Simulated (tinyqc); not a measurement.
Levels of description: finite square well with mass mismatch (envelope functions).

A square well of width L and depth V0, mass mw inside and mb outside, energies from the bottom of the well, c = hbar^2/2m0. k = sqrt(mw E/c), kappa = sqrt(mb (V0 - E)/c). psi and psi'/m are continuous at the walls (BenDaniel-Duke), so level n solves k L + 2 atan[(k/mw)/(kappa/mb)] = n pi.

Non-parabolic bands: mw is replaced by mw (1 + alpha_w E) and mb by mb (1 - alpha_b (V0 - E)), in k, kappa and the matching condition alike.

Constants: hbar^2/2m0 = 3.80998211 eV angstrom^2.

Values chosen for the exercise (near those of a GaAs well in AlGaAs; shifted at random, so the results belong to these values and not to a real crystal): L = 264 angstrom (well width); V0 = 0.13 eV (barrier height); mw = 0.0669 m0 (mass in the well); mb = 0.0803 m0 (mass in the barrier); alpha_w = 0.53 1/eV (non-parabolicity in the well); alpha_b = 0.69 1/eV (non-parabolicity in the barrier).

The same well five ways. mb = mw: the barrier takes the mass of the well. psi' continuous: kappa holds mb but the condition drops the masses, k L + 2 atan(k/kappa) = n pi. The last column is measured against BenDaniel-Duke.

Levels (eV):

| model | E1 | E2 | E3 | E1 - E1(BDD) (meV) |
|---|---|---|---|---|
| infinite walls | 0.0081 | 0.0323 | 0.0726 | 2.2 |
| mb = mw | 0.0060 | 0.0238 | 0.0528 | 0.1 |
| BenDaniel-Duke | 0.0058 | 0.0233 | 0.0519 | 0.0 |
| psi' continuous | 0.0061 | 0.0243 | 0.0538 | 0.3 |
| non-parabolic | 0.0059 | 0.0233 | 0.0512 | 0.1 |

Hard walls put E1 2.2 meV too high. Ignoring the mass step moves it by +0.1 meV and the wrong matching by +0.3 meV: with mb/mw = 1.20, continuity of psi'/m lets the slope outside be 1.20 times the slope inside, which acts like a softer wall. Non-parabolicity shifts E1 by +0.1 meV, the balance of a heavier mass in the well, which lowers it, and a lighter mass deep in the barrier, which hardens the wall. Among the finite wells the largest departure in E1 is that of the model 'psi' continuous'.

(tinyqc, `OMP_NUM_THREADS=1 python tinyqc.py 1280358 1280359 out.jsonl`, Intel(R) Xeon(R) Processor @ 2.30GHz, 1 thread, shared host, about 0.01 s.)
